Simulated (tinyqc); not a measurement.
# Metal-interlayer-semiconductor contact, depinning against tunnelling resistance: two studies

Zero bias, n-type semiconductor. Gap states at the semiconductor surface thin out as exp(-be ti), which unpins the barrier; electrons must then cross the interlayer (a rectangular barrier, no voltage drop across it) and the parabolic depleted layer, both by WKB. Energies E are counted from the Fermi level; no image force, parabolic bands.

Parameters, values chosen for the exercise; semiconductor values close to those of gallium arsenide; interlayer mass of the order of that in silicon nitride, offset chosen freely: temperature T = 300 K; band gap Eg = 1.41 eV; relative permittivity eps_r = 12.8; electron affinity chi = 3.93 eV; conduction-band density of states at T Nc = 4.4e17 cm^-3; tunnelling mass in the semiconductor mt = 0.0659 m0; Richardson mass mA = 0.0679 m0; donor density Nd = 9.7e18 cm^-3; charge-neutrality level above the valence band E0 = 0.48 eV; pinning factor without interlayer S0 = 0.1; metal work function phiM = 4.07 eV; interlayer thickness ti = 1.3 nm; conduction-band offset of the interlayer above the semiconductor dE = 2.15 eV; tunnelling mass in the interlayer mi = 0.45 m0; decay constant of gap states through the interlayer be = 3.6 1/nm.

Constants: q = 1.602176634e-19 C, kB = 1.380649e-23 J/K, eps0 = 8.8541878128e-12 F/m, hbar = 1.054571817e-34 J s, h = 6.62607015e-34 J s, m0 = 9.1093837015e-31 kg, Vt = kB T/q, hbar^2/(2 m0) = 0.0380998212 eV nm^2. Results are converted to the units shown.

Each table varies one quantity; the others keep the values above.

## Contact resistivity against the interlayer thickness

S = 1/(1 + (1/S0 - 1) exp(-be ti)); phiB = S (phiM - chi) + (1 - S)(Eg - E0); xi = Ec - EF deep inside, from Nd = Nc F(-xi/Vt), F(x) = (2/sqrt(pi)) int_0^infinity sqrt(u) du/(1 + exp(u - x)); band bending U = phiB - xi; E00 = (hbar/2) sqrt(Nd/(eps0 eps_r mt m0)) in volts; A = 4 pi q mA m0 kB^2/h^3. With U = phiB - xi: for xi < E < phiB, y = (E - xi)/U and G1 = (U/E00) [sqrt(1 - y) - y ln((1 + sqrt(1 - y))/sqrt(y))], G1 = 0 above phiB; G2 = 2 ti sqrt(mi max(phiB + dE - E, 0)/C), C = hbar^2/(2 m0); f = 1/(1 + exp(E/Vt)); 1/rho_c = (A T^2/Vt^2) times the integral of exp(-G1 - G2) f over E from xi upwards. Shares under 0.001 % are printed as 0; rows without band bending are left out.

The same in every row: E00/Vt = 2.44.

Results:

| ti (nm) | S | phiB (eV) | rho_c (ohm cm^2) | rho_c with G2 = 0 (ohm cm^2) | peak of the integrand (eV) | share above phiB (%) |
|---|---|---|---|---|---|---|
| 0 | 0.100 | 0.851 | 2.62e-4 | 2.62e-4 | 0.00645 | 0 |
| 0.2 | 0.186 | 0.783 | 0.00108 | 1.03e-4 | 0.00601 | 0 |
| 0.6 | 0.491 | 0.542 | 0.00345 | 3.99e-6 | 0.00200 | 0 |
| 0.8 | 0.664 | 0.405 | 0.00449 | 6.79e-7 | -0.00142 | 0 |
| 1 | 0.803 | 0.296 | 0.00842 | 1.76e-7 | -0.00485 | 0.0114 |
| 1.2 | 0.893 | 0.224 | 0.0264 | 7.62e-8 | -0.00745 | 0.0766 |
| 1.4 | 0.945 | 0.183 | 0.124 | 4.81e-8 | -0.00887 | 0.237 |
| 1.6 | 0.972 | 0.162 | 0.751 | 3.80e-8 | -0.00926 | 0.449 |

Estimate the missing row, ti = 0.4 nm.

Computed row:

| ti (nm) | S | phiB (eV) | rho_c (ohm cm^2) | rho_c with G2 = 0 (ohm cm^2) | peak of the integrand (eV) | share above phiB (%) |
|---|---|---|---|---|---|---|
| 0.4 | 0.319 | 0.678 | 0.00247 | 2.44e-5 | 0.00458 | 0 |

With this row back in the table: As ti goes from 0 to 1.6, phiB falls from 0.851 to 0.162 eV and rho_c rises from 2.62e-4 to 0.751 ohm cm^2. No thickness listed beats the bare contact: tunnelling through the layer costs more than the change of the barrier gains. The ratio of rho_c to its value with G2 = 0 runs from 1.00 to 1.98e7.

## Contact resistivity against the decay constant of gap states through the interlayer

Same model as above.

The same in every row: E00/Vt = 2.44.

Results:

| be (1/nm) | S | phiB (eV) | rho_c (ohm cm^2) | rho_c with G2 = 0 (ohm cm^2) | peak of the integrand (eV) | share above phiB (%) |
|---|---|---|---|---|---|---|
| 1 | 0.290 | 0.701 | 115 | 3.35e-5 | 0.00970 | 0 |
| 2 | 0.599 | 0.457 | 2.39 | 1.31e-6 | 0.00294 | 0 |
| 4 | 0.953 | 0.177 | 0.0398 | 4.50e-8 | -0.00982 | 0.263 |
| 5 | 0.987 | 0.151 | 0.0278 | 3.37e-8 | -0.0117 | 0.518 |
| 6 | 0.996 | 0.143 | 0.0252 | 3.11e-8 | -0.0123 | 0.630 |
| 7 | 0.999 | 0.141 | 0.0245 | 3.04e-8 | -0.0125 | 0.664 |
| 8 | 1.00 | 0.140 | 0.0243 | 3.02e-8 | -0.0125 | 0.674 |

Estimate the missing row, be = 3 1/nm.

Computed row:

| be (1/nm) | S | phiB (eV) | rho_c (ohm cm^2) | rho_c with G2 = 0 (ohm cm^2) | peak of the integrand (eV) | share above phiB (%) |
|---|---|---|---|---|---|---|
| 3 | 0.846 | 0.262 | 0.129 | 1.17e-7 | -0.00492 | 0.0327 |

With this row back in the table: As be goes from 1 to 8, phiB falls from 0.701 to 0.140 eV and rho_c falls from 115 to 0.0243 ohm cm^2. The ratio of rho_c to its value with G2 = 0 runs from 3.43e6 to 8.05e5.

Range of the model: The depletion charge would drop about 0.24 V across such an interlayer (eps_r near 7.5) at ti = 1.3 nm and Nd = 9.7e18 cm^-3, against a band bending of 0.44 V; this model leaves that drop out.

tinyqc, about 0.03 s, one thread, Intel Xeon 2.30GHz (shared host): `OMP_NUM_THREADS=1 python tinyqc.py 2270057 2270058 out.jsonl`
